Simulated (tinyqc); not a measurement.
# Bandgap voltage reference from two bipolar transistors: output against temperature

Two transistors of area 1 and N carry the same current I. Is(T) = Is (T/T0)^eta exp[(Vg0 q/kB)(1/T0 - 1/T)], VBE1 = Vt ln(I/Is(T)) + I rb, VBE2 = Vt ln(I/(N Is(T))) + I rb/N. The amplifier forces I R1(T) = VBE1 - VBE2 + Vos, with R(T) = R (1 + tc (T - T0)) for both resistors, and the output is Vref = VBE1 + I R2(T). Base currents and the Early effect are neglected.

Vt = kB T/q; I = (Vt ln N + Vos)/(R1(T) - rb (1 - 1/N)).

Parameters, values chosen for the exercise; values of the order met in silicon bipolar transistors:
```
symbol,value,unit,meaning
T0,300,K,reference temperature
Vg0,1.144,V,band-gap voltage extrapolated to 0 K
eta,4.2,,temperature exponent of the saturation current
Is,1.3e-18,A,saturation current of the unit transistor at T0
N,8,,area ratio of the second transistor
R1,8,kohm,"resistor across which the difference of VBE falls, at T0"
tc,0,ppm/K,temperature coefficient of both resistors
Vos,2.5,mV,offset of the amplifier
rb,63,ohm,series resistance of the unit transistor
R2,68.32,kohm,output resistor at T0
```

Constants: q = 1.602176634e-19 C, kB = 1.380649e-23 J/K. Results are converted to the units shown.

Result of one run:

| I (uA) | VBE1 (V) | I R2 (V) | Vref (V) | Vref - Vref(T0) (mV) | dVref/dT (uV/K) |
|---|---|---|---|---|---|
| 9.291 | 0.6013 | 0.6348 | 1.236 | -6.299 | -101.4 |

Which temperature T gave this result: 218, 233, 323 or 398 K?

T = 398 K.

The whole series:

| T (K) | I (uA) | VBE1 (V) | I R2 (V) | Vref (V) | Vref - Vref(T0) (mV) | dVref/dT (uV/K) |
|---|---|---|---|---|---|---|
| 218 | 5.232 | 0.8834 | 0.3574 | 1.241 | -1.498 | 64.67 |
| 233 | 5.570 | 0.8612 | 0.3805 | 1.242 | -0.6670 | 46.30 |
| 253 | 6.021 | 0.8310 | 0.4114 | 1.242 | 0.02856 | 23.57 |
| 273 | 6.472 | 0.8005 | 0.4422 | 1.243 | 0.2874 | 2.574 |
| 298 | 7.036 | 0.7617 | 0.4807 | 1.242 | 0.04506 | -21.60 |
| 323 | 7.600 | 0.7224 | 0.5192 | 1.242 | -0.7766 | -43.83 |
| 348 | 8.164 | 0.6825 | 0.5577 | 1.240 | -2.133 | -64.40 |
| 373 | 8.727 | 0.6421 | 0.5963 | 1.238 | -3.985 | -83.54 |
| 398 | 9.291 | 0.6013 | 0.6348 | 1.236 | -6.299 | -101.4 |
| 423 | 9.855 | 0.5600 | 0.6733 | 1.233 | -9.047 | -118.2 |

VBE1 falls by 1.58 mV/K on average and I R2 rises by 1.54 mV/K. The slope of Vref vanishes at T = 276 K. Between 233 and 398 K Vref spans 6.59 mV, or 32.2 ppm/K by the box method (span over the average over T, over 165 K).

Program tinyqc, `OMP_NUM_THREADS=1 python tinyqc.py 2062098 2062099 out.jsonl`; Intel Xeon 2.30GHz, shared host, one thread, about 0.02 s.
